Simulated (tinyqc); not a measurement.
# Carrier lifetime of a p-type layer with SRH, radiative, Auger and surface recombination: lifetime against injection

Uniform excess density dn = dp (no trapping), n = n0 + dn, p = p0 + dn, Boltzmann statistics, full ionisation. Surfaces enter as a rate 2 S dn/d, which holds while diffusion to them is fast.

ni = sqrt(Nc Nv) exp(-Eg/(2 Vt)), Eg in volts; majority density N/2 + sqrt(N^2/4 + ni^2), n0 p0 = ni^2; n1 = Nc exp(-Et/Vt), p1 = Nv exp((Et - Eg)/Vt); tn0 = 1/(sn vth Nt), tp0 = 1/(sp vth Nt). With e = n p - ni^2 = dn (n0 + p0 + dn): U_SRH = e/(tp0 (n + n1) + tn0 (p + p1)), U_rad = B e, U_Aug = (Cn n + Cp p) e, U_s = 2 S dn/d. Each tau is dn over its rate; tau = dn/U with U the sum.

Values chosen for this exercise; band and dielectric values close to those of silicon: temperature T = 300 K; band gap Eg = 1.1 eV; conduction-band density of states at T Nc = 2.84e19 cm^-3; valence-band density of states at T Nv = 2.62e19 cm^-3; radiative coefficient B = 4.68e-15 cm^3/s; acceptor density N = 3.4e16 cm^-3; Auger coefficient (two electrons) Cn = 2.4e-31 cm^6/s; Auger coefficient (two holes) Cp = 2.3e-31 cm^6/s; trap density Nt = 3.4e13 cm^-3; capture cross-section for electrons sn = 2e-16 cm^2; capture cross-section for holes sp = 1e-17 cm^2; thermal velocity (both carriers) vth = 1.6e7 cm/s; trap level below the conduction band Et = 0.78 eV; surface recombination velocity (both faces) S = 40 cm/s; sample thickness d = 8 um.

Constants: q = 1.602176634e-19 C, kB = 1.380649e-23 J/K, Vt = kB T/q. Results are converted to the units shown.

The same in every row: tau_s (s) = 1.000e-5.

Results:
```
dn (cm^-3)	tau_SRH (s)	tau_rad (s)	tau_Aug (s)	tau (s)	radiative share (%)	largest path
1e11	9.222e-6	0.006285	0.003761	4.788e-6	0.07618	SRH
1e12	9.226e-6	0.006284	0.003761	4.789e-6	0.07621	SRH
1e13	9.275e-6	0.006283	0.003758	4.802e-6	0.07643	SRH
1e14	9.760e-6	0.006266	0.003728	4.929e-6	0.07866	SRH
1e15	1.447e-5	0.006105	0.003446	5.898e-6	0.09661	surface
1e16	5.099e-5	0.004856	0.001815	8.308e-6	0.1711	surface
1e18	1.870e-4	2.066e-4	2.024e-6	1.655e-6	0.8008	Auger
1e19	1.924e-4	2.130e-5	2.117e-8	2.110e-8	0.09909	Auger
```

Estimate the missing row, dn = 1e17 cm^-3.

Computed row:
```
dn (cm^-3)	tau_SRH (s)	tau_rad (s)	tau_Aug (s)	tau (s)	radiative share (%)	largest path
1e17	1.464e-4	0.001595	1.361e-4	8.710e-6	0.5463	surface
```

With this row back in the table: SRH recombination leads at dn = 1e11, surface from 1e15, Auger from 1e18 on. The total lifetime goes from 4.79e-6 through a maximum of 8.71e-6 (at dn = 1e17 among the rows listed) to 2.11e-8 s. tau_SRH goes from 9.22e-6 s (low-injection limit 9.22e-6 s) to 1.92e-4 s (high-injection limit tn0 + tp0 = 1.93e-4 s). Between the last two rows tau_rad goes as dn^(-0.99) and tau_Aug as dn^(-1.98); the radiative share goes from 0.0762 through a maximum of 0.801 (at dn = 1e18 among the rows listed) to 0.0991 %. For dn = 1e19 the carriers are degenerate, where B and the Auger coefficients no longer stay constant.

Numbers from tinyqc (`OMP_NUM_THREADS=1 python tinyqc.py 2300070 2300071 out.jsonl`; about 0.02 s on one thread of a shared Intel Xeon 2.30GHz).
